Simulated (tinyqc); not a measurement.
Worked calculation: k.p values derived from sp3s* tight binding at Gamma. Values are carried at full precision from step to step, so a last printed digit may differ when a step is redone from the rounded ones.

At Gamma the states are two-level mixtures: s-like S+ (upper) and S- (lower) from [[Esa, Vss], [Vss, Esc]], p-like P- (valence) and P+ from [[Epa, Vxx], [Vxx, Epc]], and the bare s* levels. With real k in 1/angstrom and kz = 0, the phase sums over the four bonds are g0 = 1 - (a k/4)^2/2, g1 = i a kx/4, g3 = -(a/4)^2 kx ky to second order. Each mixture is written (anion, cation) with the anion part positive. c = hbar^2/2m0. No spin-orbit coupling.

Constants: hbar^2/2m0 = 3.80998211 eV angstrom^2.

Inputs chosen for the exercise (near a published set for GaAs, fitted to gaps, whose masses and valley positions are rough; shifted at random, so the results belong to these values and not to a real crystal):
- Esa = -8.268 eV (s level of the anion)
- Esc = -2.67 eV (s level of the cation)
- Epa = 1.031 eV (p level of the anion)
- Epc = 3.65 eV (p level of the cation)
- Vss = -6.458 eV (s-s)
- Vxx = 1.958 eV (px-px)
- a = 5.652 angstrom (lattice constant)
- Vsapc = 4.457 eV (s anion, p cation)
- Vscpa = 5.778 eV (s cation, p anion)
- Vxapc = 4.84 eV (s* anion, p cation)
- Vpaxc = 4.806 eV (p anion, s* cation)
- Exa = 8.653 eV (s* level of the anion)
- Exc = 6.682 eV (s* level of the cation)
- Vxy = 5.085 eV (px-py)

## States at Gamma

Solve the two blocks.

States:

| state | E (eV) | anion part | cation part |
|---|---|---|---|
| S- | -12.5075 | 0.83596 | 0.54878 |
| P- | -0.0150 | 0.88202 | -0.47121 |
| S+ | 1.5695 | 0.54878 | -0.83596 |
| P+ | 4.6960 | 0.47121 | 0.88202 |

## Linear terms and the Kane energy

<s state|dH/dkx|x state> = i P with P = (a/4)(sa pc Vsapc + sc pa Vscpa), sa, sc and pa, pc being the parts of the two states; for s* on the anion P = (a/4) pc Vxapc, on the cation (a/4) pa Vpaxc. Ep = P^2/c for S+ to P-.

Couplings:

| pair | P (eV angstrom) | E(first) - E(second) (eV) |
|---|---|---|
| S+ to P- | -7.6484 | 1.5845 |
| S+ to P+ | -0.1677 | -3.1266 |
| S- to P- | 1.4711 | -12.4924 |
| s*a to P- | -3.2226 | 8.6680 |
| s*c to P- | 5.9897 | 6.6970 |

Ep = 15.354 eV

The two terms of S+ to P- have the same sign and add: S+ and P- both change sign from anion to cation. An on-site momentum element between s and p, which real atoms have, is absent from this model.

## Electron mass

m0/m = [<S+|d2H/dkx^2|S+>/2 + sum P^2/(E(S+) - E(P))]/c over P- and P+, with the direct term -(a/4)^2 sa sc Vss.

parts of m0/m: direct -1.553, from P- 9.690, from P+ -0.002

mass = 0.1229 m0

The valence band supplies 119 % of m0/m; the direct term, which stands in for the free-electron 1, is -1.55. Sets of this kind were fitted to gaps and often give too heavy a mass, by up to a factor of two.

## Valence parameters L, M, N and the Luttinger values

Direct terms d0 = -(a/4)^2 pa pc Vxx, dN = -2 (a/4)^2 pa pc Vxy for P-. F = sum P^2/(E(P-) - E(s)) over S+, S-, s*a, s*c. The y state of P- couples to the z state of P+ through Q = (a/4) Vxy (pa p'c - pc p'a), primes for P+, and H1 = Q^2/(E(P-) - E(P+)). L = d0 + F, M = d0 + H1, N = dN + F + H1; g1 = -(L + 2M)/(3c), g2 = -(L - M)/(6c), g3 = -N/(6c).

d0, dN, F, Q, H1 (eV angstrom^2; Q in eV angstrom): 1.6248  8.4391  -43.3006  7.1851  -10.9584

L, M, N (eV angstrom^2): -41.676  -9.334  -45.820

g1, g2, g3: 5.279  1.415  2.004

Along [100] the masses without spin-orbit coupling are c/|L| = 0.091 (one band) and c/|M| = 0.408 (two bands).

## Checks

- Electron mass against a finite difference of the full bands: both 0.1229.
- L and M against finite differences along [100]: largest relative difference 2.2e-05.
- Lowest curvature along [111], (L + 2M + 2N)/3, against a finite difference: -50.661 against -50.660.

Run: tinyqc, `OMP_NUM_THREADS=1 python tinyqc.py 1480787 1480788 out.jsonl`; Intel(R) Xeon(R) Processor @ 2.30GHz, one thread, shared host; about 0.01 s of CPU time with all checks.
